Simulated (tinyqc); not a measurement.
Electromigration in a confined line: Blech product, Korhonen stress evolution and Black's law: one step, computed by the program tinyqc.

The electron wind pushes atoms from the cathode (x = 0) to the anode (x = L); blocking ends build a back stress (tension positive). The input rho is taken not to change with temperature. d sigma/dt = d/dx [kappa (d sigma/dx + G)], with zero flux at both ends and sigma = sigma_0 at t = 0.

Problem. Stress along the line. sigma(x, t) = sigma_0 + G L [1/2 - x/L - 4 sum_(m odd) cos(m pi x/L) exp(-m^2 pi^2 s)/(m pi)^2], s = t/tau, summed to m = 399. Steady state: sigma_0 + G L (1/2 - x/L). Take x/L = 0, 0.1, 0.2, 0.3, 0.4, 0.6, 0.8 and 1.

Inputs (values chosen for the exercise, close to those used for cobalt lines):
```
quantity                            value  unit
critical stress sigma_c               360   MPa
initial stress sigma_0                150   MPa
line length L                          49    um
test temperature T                    290     C
time as a fraction of L^2/kappa, s   0.28     -
```

Start: thermal stress.

stress gradient G = 60.95200 MPa/um

Give: Stress (MPa).

Solution.

Stress (MPa):
```
x/L  at time s  steady state
0.0       1567          1643
0.1       1272          1345
0.2        984          1046
0.3        702           747
0.4        425           449
0.6       -125          -149
0.8       -684          -746
1.0      -1267         -1343
```

Caution: stresses above sigma_c are formal, since a void forms first.
